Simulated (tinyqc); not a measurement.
# MOS capacitor on a p-type substrate, surface potential from the exact charge relation, step by step

tinyqc, about 0.01 s, one thread, Intel Xeon 2.30GHz (shared host): `OMP_NUM_THREADS=1 python tinyqc.py 2060085 2060086 out.jsonl` Printed values are rounded.

Uniform p-type substrate, Boltzmann statistics, full ionisation, classical densities. psi is the surface potential against the body (positive when the bands bend down) and u = psi/Vt. Traps are spread evenly over the gap and neutral at flat band, so their charge is -q Dit psi; the minority quasi-Fermi level is shifted by Vb.

Values chosen for this exercise; band and dielectric values those of a made-up semiconductor: temperature T = 300 K; band gap Eg = 1.44 eV; relative permittivity eps_r = 12; conduction-band density of states at T Nc = 2.75e19 cm^-3; valence-band density of states at T Nv = 2.57e19 cm^-3; electron affinity chi = 4.78 eV; acceptor density of the substrate N = 3.7e15 cm^-3; relative permittivity of the gate insulator (close to silicon dioxide) eox = 3.9; insulator thickness tox = 3 nm; gate work function phiM = 6.07 eV; fixed charge at the interface, in units of q Nf = 0 cm^-2; density of interface traps Dit = 0 cm^-2 eV^-1; reverse bias of the inversion layer against the body Vb = 1.6 V; gate voltage against the body Vg = -0.7 V.

Constants: q = 1.602176634e-19 C, kB = 1.380649e-23 J/K, Vt = kB T/q, eps0 = 8.8541878128e-14 F/cm where lengths are in cm. Results are converted to the units shown.

Range of the model: At this gate voltage the surface density exceeds 0.3 of the band density of states, so degeneracy and confinement would lower the charge and capacitance.

## Flat band, threshold and scales

ni = sqrt(Nc Nv) exp(-Eg/(2 Vt)), Eg in volts; phiF = Vt ln(N/ni); Cox = eps0 eox/tox; Vfb = phiM - chi - (Eg - Vt ln(Nv/N)) - q Nf/Cox; Q0 = sqrt(2 eps0 eps_r q N Vt); r = (ni/N)^2 exp(-Vb/Vt); VT = Vfb + [(2 phiF + Vb)(1 + q Dit/Cox) + sqrt(2 eps0 eps_r q N (2 phiF + Vb))/Cox].

ni = 2.13386e7 cm^-3
phiF = 0.490440 V
Cox = 1.15104 uF/cm^2
Vfb = 0.0786846 V
Q0 = 5.70667 nC/cm^2
r = 4.39653e-44
VT = 2.70910 V

## Starting value

psi = Vg - Vfb, limited to the range from -4 Vt to +(2 phiF + Vb + 4 Vt).

psi at the start = -0.103408 V

## Iteration 1: Newton step for the surface potential

u = psi/Vt; F^2 = exp(-u) + u - 1 + r (exp(u) - u - 1); Qs = -sign(u) Q0 F; Cs = -dQs/dpsi = (Q0/Vt) |1 - exp(-u) + r (exp(u) - 1)|/(2 F). f = Vfb + psi + (q Dit psi - Qs)/Cox - Vg, f' = 1 + (Cs + q Dit)/Cox, psi(new) = psi - f/f'.

u = -4
F = 7.04260
Qs = 40.1898 nC/cm^2
Cs = 0.839994 uF/cm^2
f = 0.640361 V
f' = 1.72977
psi after iteration 1 = -0.473609 V

## Iteration 2: Newton step for the surface potential

As before.

u = -18.3200
F = 9509.05
Qs = 54265.0 nC/cm^2
Cs = 1049.53 uF/cm^2
f = -46.8391 V
f' = 912.809
psi after iteration 2 = -0.422295 V

This iterate lies far beyond the solution, so its charge is not a physical one.

## Iteration 3: Newton step for the surface potential

As before.

u = -16.3351
F = 3524.73
Qs = 20114.5 nC/cm^2
Cs = 389.032 uF/cm^2
f = -17.1186 V
f' = 338.982
psi after iteration 3 = -0.371795 V

## Course of the Newton iteration

Stop when the step is below 1e-10 V, or after 60 iterations.

Course of the iteration:
```
iteration  psi before the step (V)     f (V)  step (V)
1                        -0.103408     0.640    -0.370
2                        -0.473609     -46.8    0.0513
3                        -0.422295     -17.1    0.0505
4                        -0.371795     -6.17    0.0481
5                        -0.323667     -2.14    0.0418
6                        -0.281868    -0.659    0.0282
7                        -0.253659    -0.145    0.0104
8                        -0.243302   -0.0126   1.08e-3
9                        -0.242218  -1.20e-4   1.05e-5
10                       -0.242207  -1.11e-8  9.73e-10
11                       -0.242207   < 1e-13   < 1e-13
```

Converged in 11 iterations.

## Charges, field and capacitances at the solution

converged psi = -0.242207 V

u = psi/Vt; F^2 = exp(-u) + u - 1 + r (exp(u) - u - 1); Qs = -sign(u) Q0 F; Cs = -dQs/dpsi = (Q0/Vt) |1 - exp(-u) + r (exp(u) - 1)|/(2 F). Low frequency: 1/C_LF = 1/Cox + 1/(Cs + q Dit). High frequency, in the simple estimate in which traps and minority carriers do not follow: 1/C_HF = 1/Cox + 1/Cd, Cd being Cs with r = 0 at the same psi. Minority sheet density N_inv = (Q0/(2 q)) int_0^u r (exp(t) - 1)/F(t) dt for u > 0. Oxide field |Qs - q Dit psi + q Nf|/(eps0 eox).

Qs = 617.509 nC/cm^2
N_inv = 0 cm^-2
oxide field = 1.78826 MV/cm
Cs = 11.9527 uF/cm^2
C_LF/Cox = 0.912159
C_HF/Cox = 0.912159

The surface is in accumulation (borders at |psi| = 0, phiF + Vb and 2 phiF + Vb = 2.58 V).
